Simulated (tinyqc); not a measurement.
Convergence with the basis: effective-mass impurity with a central-cell term, in a basis of Slater functions. Computed by tinyqc, a small Python program. Command: `OMP_NUM_THREADS=1 python tinyqc.py 3026823 3026824 out.jsonl centralcell walk`. One thread of a shared host (Intel(R) Xeon(R) Processor @ 2.30GHz), about 0.01 s of CPU time with the checks.

The envelope obeys H = -nabla^2 - (2/r) [Z + A exp(-kappa r)] in effective units, with kappa = a*/lambda; positive A deepens the well near the core.

Inputs (values chosen for the exercise, for a model semiconductor):
```
quantity,value,unit
effective mass m,1.43,m_0
dielectric constant eps,12.6,-
charge Z of the core,1,-
central-cell strength A,1.3,-
central-cell range lambda,1.4,angstrom
smallest exponent zeta_1,0.35,1/a*
ratio beta of exponents,2.8,-
```

Impurity: acceptor, one isotropic band.

Constants: Ry = 13.605693123 eV; a_0 = 0.529177210903 angstrom.

Method:
- Units: Ry* = Ry m/eps^2 and a* = a_0 eps/m, with m in m_0.
- kappa = a*/lambda; the hydrogenic ground state is bound by Z^2 Ry*.
- For s functions exp(-zeta r), with s = zeta_i + zeta_j: S = 2/s^3, T = zeta_i zeta_j S, V = -2 Z/s^2, W = -2 A/(s + kappa)^2; each function is normalised by dividing by sqrt(S_ii S_jj).
- Large basis: zeta_i = 0.06 x 1.6^(i-1), i = 1..22, same formulas; for p functions r exp(-zeta r): S = 24/s^5, T = zeta_i zeta_j S (centrifugal term included), V = -12 Z/s^4, W = -12 A/(s + kappa)^4; overlap eigenvalues below 1e-11 are dropped.
- Binding energies are -E Ry*; the effective quantum number is nu = Z/sqrt(-E); |psi(0)|^2 is given relative to the hydrogenic Z^3/(pi a*^3).
- zeta_i = zeta_1 beta^(i-1), i = 1..n.
- The error is the lowest level above the large-basis value.

kappa = 3.33049 1/a*

Ry* = 122.551 meV

1s binding energy = 204.468 meV

Error of the 1s level:
```
n,error (meV),largest exponent (1/a*)
1,130.33,3.5000e-01
2,34.09,9.8000e-01
3,2.32,2.7440e+00
4,2.19,7.6832e+00
5,2.07,2.1513e+01
6,2.04,6.0236e+01
7,2.03,1.6866e+02
8,2.02,4.7225e+02
```

What follows from these numbers?

The error falls from 130 to 2.02 meV. The last function changes it by less than 5 %: it has levelled off, and what remains is set by beta and zeta_1, not by the range of exponents. Caution: the effective Bohr radius is only a few bond lengths, so the envelope approximation is rough. Caution: the density at the core is many times hydrogenic, so the result hangs on the model potential inside one cell, where the envelope picture is weak.

Extremes, crossings and ranges named in words are read from the listed rows.
